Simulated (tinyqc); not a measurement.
Current crowding under a contact, resistor ladder against the transmission-line model: one step of the calculation.

A metal contact of length d and width W on a thin layer of the same width. The metal has no resistance, the sheet resistance under it equals Rsh, and current enters the layer at the front edge x = 0.

Problem. Voltages and the share of the current. Cut the contact into n cells of length hc = d/n. Neighbouring cell centres are joined by a = W/(Rsh hc), each centre joins the metal (0 V) by g = W hc/rc, and I enters cell 1 through half a cell: -a v_(i-1) + b_i v_i - a v_(i+1) = I for i = 1 and 0 otherwise, b_i = g + 2 a (g + a at both ends). Rc = v_1/I + 1/(2 a). Cell i passes g v_i to the metal.

Inputs (values chosen for the exercise):

| symbol | value | unit | meaning |
|---|---|---|---|
| n | 10 |  | cells |
| I | 0.1 | mA | current |

a = 2.7149321 S
g = 0.29142857 S
b_i, cell 1 to 10 (S): 3.0063607  5.7212928  5.7212928  5.7212928  5.7212928  5.7212928  5.7212928  5.7212928  5.7212928  3.0063607

Wanted: v_i; share of the current; Rc of the ladder.

Solution.

```
cell  v_i (mV)  share of the current (%)
1      0.09584                     27.93
2      0.06929                     20.19
3      0.05019                     14.63
4      0.03647                     10.63
5      0.02666                      7.77
6      0.01972                      5.75
7      0.01489                      4.34
8      0.01166                      3.40
9      0.00968                      2.82
10     0.00874                      2.55
```

Rc of the ladder = 1.143 ohm

The first cell passes 27.9 % of the current and the last 2.55 %; an even spread would give 10.0 % each.

tinyqc, about 0.01 s, one thread, Intel Xeon 2.30GHz (shared host): `OMP_NUM_THREADS=1 python tinyqc.py 2760174 2760175 out.jsonl`
